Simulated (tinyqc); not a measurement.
From results back to parameters: pi bands of a honeycomb layer in tight binding. Three cases, with inputs chosen for the exercise.

Problem. With nearest hopping t, overlap s0 of neighbours and w the size of the sum of the three phase factors, the levels are -t w/(1 + s0 w) and t w/(1 - s0 w). The levels at Gamma (w = 3) come from hidden t and s0.

Find: t, s0; difference at M (w = 1).

Method. The reciprocals of the sizes add to 2/(3t) and differ by 2 s0/t.

Case 1.

levels at Gamma (eV): lower -6.56919, upper 15.40134

Solution.

t, s0: 3.070  0.134

difference at M (w = 1) = 6.252 eV

Case 2.

levels at Gamma (eV): lower -6.06824, upper 9.71391

Solution.

t, s0: 2.490  0.077

difference at M (w = 1) = 5.010 eV

Case 3.

levels at Gamma (eV): lower -5.40560, upper 12.40527

Solution.

t, s0: 2.510  0.131

difference at M (w = 1) = 5.108 eV

Computed by tinyqc, one run a case: `OMP_NUM_THREADS=1 python tinyqc.py N N+1 out.jsonl` with N = 1482232, 1482265, 1482269; one thread of a shared Intel(R) Xeon(R) Processor @ 2.30GHz, about 0.01 s a run at most.
